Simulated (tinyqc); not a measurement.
Self-heating of a transistor with one or more fingers, with temperature-dependent conductivity: one step, computed by the program tinyqc. Command: `OMP_NUM_THREADS=1 python tinyqc.py 3015298 3015299 out.jsonl selfheat walk`. One thread of a shared host (Intel(R) Xeon(R) Processor @ 2.30GHz), about 0.05 s of CPU time with the checks.

N long parallel fingers lie on the top face of a slab whose bottom is held at T_0; the top is otherwise insulated, and heat flows in two dimensions. P in W/mm is 1000 P in W/m.

Problem. Extra rise from ballistic phonons. Near a source smaller than the free path, Fourier's law overstates the flow. Rough estimate: a strip that emits phonons into a half space adds a resistance times area of 4 Lambda/(3 kappa_0), from the ballistic flux C v Delta T/4 with kappa_0 = C v Lambda/3, so Delta T_b = 4 Lambda P/(3 kappa_0 w); Knudsen number Lambda/w.

Inputs (values chosen for the exercise, modelled on sapphire): conductivity at the base temperature kappa_0 = 32.9 W/(m K); power per gate width P = 0.88 W/mm; width of the heat source w = 0.18 micrometre; phonon free path Lambda = 22 nm.

Power: power rises with temperature.

largest theta = 104.1186 K

Give: Knudsen number; ballistic rise Delta T_b; Delta T_b / largest theta.

Solution.

Knudsen number = 0.12222

ballistic rise Delta T_b = 4.3589 K

Delta T_b / largest theta = 0.041865

By this estimate the ballistic term is at most a fifth of the Fourier rise.
